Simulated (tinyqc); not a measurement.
Access strength from the read disturbance.

Question. Transistor (EKV form, voltages against the body): I = 2 n b Vt^2 [F(vp - Vs) - F(vp - Vd)] from drain to source, F(v) = ln^2(1 + exp(v/(2 Vt))), vp = (Vg - VT + sg |Vd - Vs|)/n. n-channel bodies are at 0; for the p-channel device all voltages are counted down from Vdd. b in uA/V^2 gives I in uA. In an SRAM read the low node Q obeys In(gate QB, drain Q) = Ip(gate QB, drain Q) + Ia, where the access transistor (threshold VTn) has its gate and drain at Vdd and its source at Q. Find Ia, ba and the cell ratio bn/ba.

Inputs (values chosen for the exercise):
```
symbol,value,unit,meaning
T,300,K,temperature
Vdd,0.4,V,supply voltage
n,1.38,,slope factor
sg,0.06,,drain-induced barrier lowering
VTn,0.27,V,n-channel threshold
VTp,0.36,V,p-channel threshold (magnitude)
bn,880,uA/V^2,gain factor of the pull-down transistor
bp,300,uA/V^2,gain factor of the pull-up transistor
```

Constants: q = 1.602176634e-19 C, kB = 1.380649e-23 J/K, Vt = kB T/q. Results are converted to the units shown.

Q and QB in the read (V): [0.044530283, 0.39920649]

Answer. The node equation gives Ia, which is proportional to ba.

Ia = 3.70 uA
ba = 880 uA/V^2
cell ratio = 1.00

Program tinyqc, `OMP_NUM_THREADS=1 python tinyqc.py 2340171 2340172 out.jsonl`; Intel Xeon 2.30GHz, shared host, one thread, about 0.2 s.
